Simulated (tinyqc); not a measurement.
Kramers turnover: harmonic transition-state theory with quantum, tunnelling and friction corrections. Computed by tinyqc, a small Python program. Command: `OMP_NUM_THREADS=1 python tinyqc.py 3021523 3021524 out.jsonl rates walk`. One thread of a shared host (Intel(R) Xeon(R) Processor @ 2.30GHz), about 0.01 s of CPU time with the checks.

One atom hops between equivalent sites; three modes at the minimum and two real modes at the saddle are treated as harmonic, the rest of the crystal as unchanged; melting is ignored, so hot rows may lie above the melting point.

Inputs (values chosen for the exercise, modelled on an adatom on a metal): barrier E_b = 0.43 eV; imaginary frequency at the saddle nu_b = 3.14 THz; temperature T = 374 K.

Lattice of sites: two-dimensional. Correction studied: friction.

Constants: k_B = 8.617333262e-05 eV/K.

Method. Kramers: spatial-diffusion factor kappa_s = sqrt(1 + y^2) - y with y = gamma/(2 omega_b); weak-friction (energy-diffusion) estimate kappa_e = Delta/2 with Delta = (16/3)(gamma/omega_b) E_b/(k_B T), the energy lost in one round trip of a well at the barrier energy of a symmetric quartic double well, over k_B T (half of the escaping atoms fall back); bridge 1/kappa = 1/kappa_s + 1/kappa_e. omega_b = 2 pi nu_b; rate with friction = kappa k_cl.

Transmission:
```
gamma/omega_b  kappa_s     kappa_e    kappa
0.001          0.99950  3.5579e-02  0.03436
0.003          0.99850  1.0674e-01  0.09643
0.01           0.99501  3.5579e-01  0.26208
0.03           0.98511  1.0674e+00  0.51230
0.1            0.95125  3.5579e+00  0.75057
0.3            0.86119  1.0674e+01  0.79689
1              0.61803  3.5579e+01  0.60748
3              0.30278  1.0674e+02  0.30192
10             0.09902  3.5579e+02  0.09899
30             0.03330  1.0674e+03  0.03330
```

What does the comparison show, and why?

kappa peaks at 0.80 near gamma/omega_b = 0.3 among these rows. Below, too little energy reaches the atom and the rate grows with friction; above, recrossings cut it, as omega_b/gamma in the end (0.0333 against 0.0333). Transition-state theory, kappa = 1, is the upper bound. Caution: the simple bridge underestimates kappa near the turnover by some ten per cent and can shift the peak to higher friction; long jumps on a lattice are ignored.

Extremes, crossings and ranges named in words are read from the listed rows.
